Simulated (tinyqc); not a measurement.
Finite-difference solution of the diffusion equation on a small grid: one step, computed by the program tinyqc. Command: `OMP_NUM_THREADS=1 python tinyqc.py 3030402 3030403 out.jsonl fdiff walk`. One thread of a shared host (Intel(R) Xeon(R) Processor @ 2.30GHz), about 0.01 s of CPU time with the checks.

dC/dt = D d2C/dx2 on nodes x_j = j dx, j = 0..11; the far end is sealed.

Question. Amplification factors. The mode of M with eigenvalue mu has its amplitude multiplied per step by g = (1 + (1 - theta) r mu)/(1 - theta r mu), with theta = 0 explicit, 1 implicit, 1/2 Crank-Nicolson; the explicit scheme is stable for r up to 2/|mu_min|.

Boundary at x = 0: sealed surface. Scheme: explicit.

operator M:
```
     0   1   2   3   4   5   6   7
0   -2   2   0   0   0   0   0   0
1    1  -2   1   0   0   0   0   0
2    0   1  -2   1   0   0   0   0
3    0   0   1  -2   1   0   0   0
4    0   0   0   1  -2   1   0   0
5    0   0   0   0   1  -2   1   0
6    0   0   0   0   0   1  -2   1
7    0   0   0   0   0   0   1  -2
8    0   0   0   0   0   0   0   1
9    0   0   0   0   0   0   0   0
10   0   0   0   0   0   0   0   0
11   0   0   0   0   0   0   0   0

     8   9  10  11
0    0   0   0   0
1    0   0   0   0
2    0   0   0   0
3    0   0   0   0
4    0   0   0   0
5    0   0   0   0
6    0   0   0   0
7    1   0   0   0
8   -2   1   0   0
9    1  -2   1   0
10   0   1  -2   1
11   0   0   2  -2
```

mesh ratio r = 0.129

Give: eigenvalues mu of M; factors g; largest stable r of the explicit scheme.

Answer.

eigenvalues mu of M: -4.0000  -3.9190  -3.6825  -3.3097  -2.8308  -2.2846  -1.7154  -1.1692  -0.6903  -0.3175  -0.0810  0.0000

factors g: 0.4840  0.4945  0.5250  0.5730  0.6348  0.7053  0.7787  0.8492  0.9110  0.9590  0.9895  1.0000

largest stable r of the explicit scheme = 0.5

The smallest factor is 0.484: no mode changes sign, and all decay but one with mu = 0 where there is such a mode.
